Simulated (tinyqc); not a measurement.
Floating body of a partially depleted SOI transistor: body voltage and kink: two steps of the calculation.

Source at 0 V. Channel current Ic = 2 nf K Vt^2 [F(0) - F(Vd)](1 + la Vd), F(V) = ln^2(1 + exp((Vg - VT - nf V)/(2 nf Vt))), VT = VT0 - gb Vb. Saturation voltage Vs = 2 Vt sqrt(F(0)) + 3 Vt, excess Ve = (Vd - Vs + sqrt((Vd - Vs)^2 + 0.0004 V^2))/2, multiplication M1 = Ai Ve exp(-Bl/Ve). Each junction passes D(v) = J1 (exp(v/Vt) - 1) + J2 (exp(v/(2 Vt)) - 1). Bipolar current Ib = bb J1 (exp(Vb/Vt) - 1). The body settles where M1 (Ic + Ib) = D(Vb) + D(Vb - Vd) + Vb/Rb; drain current Id = (1 + M1)(Ic + Ib) - D(Vb - Vd).

Inputs (values chosen for the exercise); values of the order met in partially depleted silicon-on-insulator transistors:
```
symbol    value         unit                                                                                            meaning
T           330            K                                                                                        temperature
VT0         0.4            V                                                                     threshold at zero body voltage
gb         0.27                                                                  fall of the threshold per volt of body voltage
nf          1.2                                                                                                    slope factor
K           410  uA/(V^2 um)                                                                              gain factor per width
la         0.05          1/V                                                                   channel-length modulation factor
Ai          1.2          1/V                                                                        impact-ionisation prefactor
Bl          8.2            V                                                                          impact-ionisation voltage
J1      4.6e-11        uA/um                                                      diffusion saturation current of each junction
J2       2.1e-8        uA/um                                                  recombination saturation current of each junction
bb            1                                                 gain of the lateral bipolar transistor on the diffusion current
Rb          1e9      kohm um  resistance of a weak body tie to the source (1e9 stands for no tie, and the term is then dropped)
Vg         0.88            V                                                                                       gate voltage
Vd          1.7            V                                                                                      drain voltage
```

Constants: q = 1.602176634e-19 C, kB = 1.380649e-23 J/K, Vt = kB T/q. Results are converted to the units shown.

Task 1. New Vb. Current into the body I_in = M1 (Ic + Ib) - D(Vb - Vd), current out I_out = D(Vb) + Vb/Rb; f = ln(I_in/I_out), s = df/dVb by central differences over 1e-5 V, Vb(new) = Vb - f/s.

Vb at the start = 0.51 V

Find: Ic; Ve; M1; I_in; I_out; f; s; Vb after iteration 1.

Result 1.

Ic = 70.72 uA/um
Ve = 1.100 V
M1 = 7.642e-4
I_in = 0.05405 uA/um
I_out = 0.002993 uA/um
f = 2.894
s = -35.05 1/V
Vb after iteration 1 = 0.5926 V

Task 2. Drain current with floating and with grounded body. Id and VT at the converged Vb, Id at Vb = 0, their ratio, and the bipolar share Ib/(Ic + Ib).

converged Vb = 0.59144181 V

Find: VT; Id, floating; Id, grounded; ratio; bipolar share.

Result 2.

VT = 0.24031 V
Id, floating = 75.949 uA/um
Id, grounded = 42.789 uA/um
ratio = 1.7749
bipolar share = 0.065322 %

The body rises to 0.591 V and lowers the threshold by 160 mV.

Range of the model: The multiplication law is an empirical form chosen for the exercise; self-heating and capacitive coupling to the body are left out, and the linear laws are rough once Vb passes about 0.7 V or M1 about 0.1.

tinyqc, about 0.2 s, one thread, Intel Xeon 2.30GHz (shared host): `OMP_NUM_THREADS=1 python tinyqc.py 2182138 2182139 out.jsonl`
